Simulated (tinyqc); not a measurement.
Equation-of-state fits to an energy-volume table made by a known binding curve. From one set of inputs to another, one input at a time. Computed by tinyqc, a small Python program. Command: `OMP_NUM_THREADS=1 python tinyqc.py 3017309 3017310 out.jsonl eosfit ladder`. One thread of a shared host (Intel(R) Xeon(R) Processor @ 2.30GHz), about 0.05 s of CPU time with the checks.

With x = (V/V_0)^(1/3), the energy per atom is E = D [m x^-n - n x^-m]/(n - m), so that B0 = D n m/(9 V_0) and B' = (n + m + 6)/3. B' = dB/dP at P = 0.

The inputs printed are set A. Inputs not listed in the table keep their values of set A, so the rows need not describe a real material.

Inputs (values chosen for the exercise, for a model crystal):

| quantity | value | unit |
|---|---|---|
| cohesive energy D | 4.98 | eV/atom |
| true volume V_0 | 39.2 | angstrom^3/atom |
| repulsive exponent n | 12 | - |
| attractive exponent m | 4 | - |
| compression V/V_0 for the pressure test | 0.7 | - |

Binding curve: Mie. Noise: none.

Constants: 1 eV/angstrom^3 = 160.2176634 GPa.

Method. B0 and B' from the formulas above; P = -dE/dV at V = c V_0 (c the compression chosen), from the curve itself.

Each row keeps all changes above it:

| input moved | from | to | exact B0 (GPa) | exact B' | exact pressure at c V_0 (GPa) |
|---|---|---|---|---|---|
| set A | - | - | 108.56 | 7.3333 | 148.64 |
| compression V/V_0 for the pressure test | 0.7 | 0.9 | 108.56 | 7.3333 | 16.89 |
| attractive exponent m | 4 | 3 | 81.42 | 7.0000 | 12.46 |
| true volume V_0 (angstrom^3/atom) | 39.2 | 35.1 | 90.93 | 7.0000 | 13.91 |
| cohesive energy D (eV/atom) | 4.98 | 7.29 | 133.10 | 7.0000 | 20.36 |

Which inputs carry the difference?

Exact B0 goes from 109 to 133, a factor 1.23 in all. The largest single move comes from cohesive energy D (a factor 1.46), and attractive exponent m works against it (a factor 0.750). Exact B' goes from 7.33 to 7.00, a factor 0.955 in all. The largest single move comes from attractive exponent m (a factor 0.955). Exact pressure at c V_0 goes from 149 to 20.4, a factor 0.137 in all. The largest single move comes from compression V/V_0 for the pressure test (a factor 0.114), and cohesive energy D works against it (a factor 1.46). The single moves hold for this order of the switches; the total does not depend on the order.

Extremes, crossings and ranges named in words are read from the listed rows.
